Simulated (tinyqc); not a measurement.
# MOS structure on a p-type body, non-linear Poisson equation by Newton steps: starts and damping rules compared

One dimension, insulator interface at x = 0, acceptor density Na, uniform, net doping C = -(acceptor density). psi is counted from the intrinsic level: n = ni exp((psi - Vb)/Vt), p = ni exp(-psi/Vt); deep in the body psi_b = -Vt ln(Na/ni). The gate acts through Cox = eps0 eox/tox and has the potential psi_G = Vg - (phiM - chi - Vt ln(Nc/ni)). Boltzmann statistics, full ionisation, classical densities, no oxide or interface charge.

a_i = eps0 eps_r/h_i for the interval from node i to i + 1, with h_i = x_(i+1) - x_i in cm.

n_i = ni exp((psi_i - Vb)/Vt), p_i = ni exp(-psi_i/Vt), rho_i = p_i - n_i + C_i, g_i = (n_i + p_i)/Vt. Box widths w_i = (h_(i-1) + h_i)/2 in cm. Residual F_i = a_i (psi_(i+1) - psi_i) - a_(i-1) (psi_i - psi_(i-1)) + q rho_i w_i; Jacobian: a_(i-1) and a_i beside the diagonal, b_i = -a_(i-1) - a_i - q g_i w_i on it. Node 0 is free: w_0 = h_0/2, F_0 = a_0 (psi_1 - psi_0) + Cox (psi_G - psi_0) + q rho_0 w_0, b_0 = -a_0 - Cox - q g_0 w_0, with Cox = eps0 eox/tox, psi_G = Vg - (phiM - chi - Vt ln(Nc/ni)). The last node is fixed.

Iterations until the largest undamped |d| is below 1e-9 V (the last, tiny step is counted), with a cap of 100; "overflow" would mean that an exponential left the range of double precision. Starts:
- neutral: -Vt ln(-C_i/ni) on every node but the last, which holds psi_b.
- parabola: psi_b + U (1 - x/W)^2 for x < W and psi_b beyond, with U = Vb - 2 psi_b and W = sqrt(2 eps0 eps_r U/(q Na)).
- linear: A straight line in x from psi_G at node 0 to psi_b at the last node.

Rules for the step d, which solves the tridiagonal system a_(i-1) d_(i-1) + b_i d_i + a_i d_(i+1) = -F_i:
- full Newton steps: the full step is added.
- logarithmic damping: each component d is damped to sign(d) Vt ln(1 + |d|/Vt) before it is added.
- steps capped at 4 Vt: if the largest |d| exceeds 4 Vt, the whole step is scaled down so that it equals 4 Vt.
- halved steps: half of the step is added while the largest |d| exceeds 1.5 Vt, the full step after that.

Inputs (values chosen for the exercise); band and dielectric values those of a made-up semiconductor:
- T = 300 K (temperature)
- Eg = 1.17 eV (band gap)
- eps_r = 11.1 (relative permittivity)
- Nc = 2.67e19 cm^-3 (conduction-band density of states at T)
- Nv = 2.69e19 cm^-3 (valence-band density of states at T)
- chi = 4.99 eV (electron affinity)
- Na = 4.2e17 cm^-3 (acceptor density deep in the body)
- eox = 22.1 (relative permittivity of the gate insulator (close to hafnium oxide))
- tox = 17 nm (insulator thickness)
- phiM = 5.21 eV (gate work function)
- Vb = 0 V (electron quasi-Fermi potential against the body)
- Vg = 0.95 V (gate voltage against the body)

Constants: q = 1.602176634e-19 C, kB = 1.380649e-23 J/K, Vt = kB T/q, eps0 = 8.8541878128e-14 F/cm where lengths are in cm. Results are converted to the units shown.

```
node  x (nm)  net doping C (cm^-3)
0          0               -4.2e17
1        0.3               -4.2e17
2      0.724               -4.2e17
3       1.32               -4.2e17
4       2.17               -4.2e17
5       3.36               -4.2e17
6       5.05               -4.2e17
7       7.42               -4.2e17
8       10.8               -4.2e17
9       15.5               -4.2e17
10      22.2               -4.2e17
11      31.7               -4.2e17
12      45.1               -4.2e17
13      63.9               -4.2e17
14      90.6               -4.2e17
15       128               -4.2e17
```

ni = 3.98625e9 cm^-3

Iterations needed:
```
          full Newton steps  logarithmic damping  steps capped at 4 Vt  halved steps
neutral                  15                   21                    17            11
parabola                 16                    7                     6             9
linear                   34                   49                    38            52
```

What does the table show?

The fewest iterations, 6, are needed by steps capped at 4 Vt from the parabola start. Every pairing converges. Lowest count for the worst start: full Newton steps, at most 34 iterations.

Program tinyqc, `OMP_NUM_THREADS=1 python tinyqc.py 2080121 2080122 out.jsonl`; Intel Xeon 2.30GHz, shared host, one thread, about 0.5 s.
